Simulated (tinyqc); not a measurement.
Adsorption as a lattice gas: isotherms with interactions, competition, desorption peaks and saturation dose: one step, computed by the program tinyqc. Command: `OMP_NUM_THREADS=1 python tinyqc.py 3025832 3025833 out.jsonl adsorb walk`. One thread of a shared host (Intel(R) Xeon(R) Processor @ 2.30GHz), about 0.1 s of CPU time with the checks.

One adsorbate per site; a molecule needs 2 empty sites. Gas and surface have the same temperature.

Problem. Coverage with interactions. With u = w/(k_B T). Mean field: theta/(1 - theta) = y exp(-z u theta). Quasi-chemical: theta/(1 - theta) = y [(r - 1 + 2 theta)(1 - theta)/((r + 1 - 2 theta) theta)]^(-z/2) exp(-z u/2), r = sqrt(1 - 4 theta (1 - theta)(1 - exp(-u))).

Inputs (values chosen for the exercise, for a model surface): pair energy w (positive repels) = -0.002 eV; neighbours z = 6; temperature T = 807 K.

Adsorption: dissociative (second order).

y = 20.96827

Constants: k_B = 8.617333262e-05 eV/K.

Give: u; coverage, mean field; coverage, quasi-chemical.

Solution.

u = -0.02876

coverage, mean field = 0.9612

coverage, quasi-chemical = 0.9612
